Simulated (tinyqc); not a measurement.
Worked calculation: inversion-layer mobility, back-scattering and ballistic limit of a field-effect transistor. Computed by tinyqc, a small Python program that keeps every step. Command: `OMP_NUM_THREADS=1 python tinyqc.py 3027014 3027015 out.jsonl mos walk`. One thread of a shared host (Intel(R) Xeon(R) Processor @ 2.30GHz), about 0.01 s of CPU time with the checks. Intermediate numbers are printed to about 5 digits and carried at full precision; extremes and crossings named in words are read from the listed rows.

The charge at the top of the source barrier is fixed by the gate; series resistance and short-channel effects are left out. F_j are Fermi integrals normalised to exp(eta) in the classical limit.

Inputs (values chosen for the exercise, modelled on a silicon n-channel):
```
quantity                                       value        unit
transport mass m                                 0.2         m_0
valley degeneracy g_v                              2           -
weight w of the inversion charge                 0.5           -
permittivity eps                                11.7           -
phonon mobility at 1 MV/cm and 300 K, mu_ph      330  cm^2/(V s)
roughness mobility at 1 MV/cm, mu_sr            1300  cm^2/(V s)
Coulomb mobility at N_inv = 1e12/cm^2, mu_C     1200  cm^2/(V s)
electrical oxide thickness t_inv                 4.5          nm
depletion charge N_dep                       1.1e+11      1/cm^2
gate overdrive V_G - V_T                        0.38           V
drain voltage V_D                                1.2           V
channel length L                                 160          nm
exponent a of the critical length               0.64           -
temperature T                                    400           K
```

Statistics at the top of the barrier: Fermi-Dirac.

Constants: eps_0 = 8.8541878128e-12 F/m; e = 1.602176634e-19 C; m_0 = 9.1093837015e-31 kg; k_B = 1.380649e-23 J/K; hbar = 1.054571817e-34 J s; k_B = 8.617333262e-05 eV/K.

## Charge and field

N_inv = 3.9 eps_0 (V_G - V_T)/(e t_inv); effective field E_eff = e (N_dep + w N_inv)/(eps eps_0).

inversion density N_inv = 1.8200e+12 1/cm^2

effective field E_eff = 0.15775 MV/cm

## Effective mobility

mu_phonon = mu_ph (E_eff/1 MV/cm)^(-0.3) (T/300 K)^(-1.75); mu_rough = mu_sr (E_eff/1 MV/cm)^(-2); mu_Coulomb = mu_C (N_inv/1e12 cm^-2) (T/300 K); Matthiessen's rule adds 1/mu.

phonon part = 347.12 cm^2/(V s)

roughness part = 52238 cm^2/(V s)

Coulomb part = 2912.0 cm^2/(V s)

effective mobility mu = 308.32 cm^2/(V s)

The phonon part is the lowest and holds 89 % of 1/mu.

## Ballistic limit

F_j(eta) = (1/Gamma(j + 1)) int_0^infinity x^j/(1 + exp(x - eta)) dx, F_0 = ln(1 + exp(eta)). Integrals over x = E/(k_B T) use 160 Gauss-Legendre points in u = sqrt(x) from 0 to sqrt(max(eta, 0) + 32). Ballistic channel: N_2D = g_v m k_B T/(pi hbar^2), U = e V_D/(k_B T); eta_F solves N_inv = (N_2D/2)[F_0(eta_F) + F_0(eta_F - U)]; v_T = sqrt(2 k_B T/(pi m)); I/W = e (N_2D/2) v_T [F_1/2(eta_F) - F_1/2(eta_F - U)]; injection velocity v_T F_1/2(eta_F)/F_0(eta_F).

N_2D = 5.7596e+12 1/cm^2

eta_F = -0.12629

thermal velocity v_T = 1.3892 1e7 cm/s

injection velocity = 1.5205 1e7 cm/s

ballistic current I/W = 443.37 microampere/micrometre

Degeneracy raises the injection velocity by a factor 1.09.

## Back-scattering

Mean free path lambda = (2 k_B T/e)(mu/v_T) F_0(eta_0)/F_-1/2(eta_0), with eta_0 from N_inv = N_2D F_0(eta_0); critical length l = L (1 + U)^(-a), an empirical rule; back-scattering r = l/(l + lambda). Then eta solves N_inv = (N_2D/2)[(1 + r) F_0(eta) + (1 - r) F_0(eta - U)] and I/W = e (N_2D/2) v_T (1 - r)[F_1/2(eta) - F_1/2(eta - U)]. Ballistic ratio: I over the ballistic current. Apparent mobility 1/(1/mu + 1/mu_B), mu_B = mu L/lambda.

eta_0 = -0.98986

mean free path lambda = 16.310 nm

critical length l = 16.201 nm

back-scattering coefficient r = 0.49831

current I/W = 144.14 microampere/micrometre

ballistic ratio = 0.32509

apparent low-field mobility = 279.80 cm^2/(V s)

L/lambda = 9.81, but at this drain voltage only the first 16.2 nm can return a carrier to the source, so the device works at 33 % of its ballistic limit. Caution: the current exceeds the long-channel drift law, so the empirical rule for l, meant for short channels, is too generous here.

## Channel length

The last column is the long-channel law e N_inv mu V/L with V = V_D - V_D^2/(2 V_ov) below pinch-off and V_ov/2 above, V_ov = V_G - V_T.

Currents (microampere/micrometre):
```
L (nm)        r     I/W  ballistic ratio  long-channel law
5       0.03011  416.38          0.93913            3416.4
10      0.05845  392.49          0.88524            1708.2
20      0.11045  352.07          0.79408             854.1
40      0.19892  291.93          0.65844             427.0
80      0.33183  217.58          0.49074             213.5
160     0.49831  144.14          0.32509             106.8
400     0.71291   71.61          0.16151              42.7
1000    0.86126   31.71          0.07153              17.1
```

The current scales as L^-0.89 at the long end and as L^-0.09 at the short end, where it reaches 94 % of the ballistic 443. The long-channel law passes the ballistic limit between 20.0 and 40.0 nm and has no meaning below. At 1000 nm the model gives 1.86 times the long-channel law; the rule for l is a fit for short devices and fails wherever the model exceeds that law. Raising mu by 10 % at 20 nm raises I by 1.9 %.

## The mobility curve

The formulas are those given above.

Mobilities (cm^2/(V s)):
```
V_G - V_T (V)  N_inv (1/cm^2)  E_eff (MV/cm)  phonon   roughness  Coulomb   total
0.03               1.4369e+11        0.02812  582.30  1.6436e+06      230  164.81
0.06               2.8737e+11        0.03923  526.95  8.4450e+05      460  245.47
0.12               5.7474e+11        0.06146  460.57  3.4419e+05      920  306.60
0.20               9.5790e+11        0.09109  409.29  1.5669e+05     1533  322.36
0.35               1.6763e+12        0.14664  354.81  6.0454e+04     2682  311.74
0.50               2.3948e+12        0.20220  322.21  3.1797e+04     3832  294.46
0.75               3.5921e+12        0.29479  287.75  1.4959e+04     5747  269.10
1.00               4.7895e+12        0.38738  265.11  8.6629e+03     7663  248.88
1.50               7.1843e+12        0.57257  235.79  3.9654e+03    11495  218.33
```

The lowest part is Coulomb from 0.0300 to 0.0600, phonon from 0.120 to 1.50 V. The total peaks at 322 near E_eff = 0.09 MV/cm: screening lifts it at low density and the field presses it down at high density.

Checks made by the program: long channel and small V_D against the drift formula e N mu V_D/L (relative difference 7e-05).
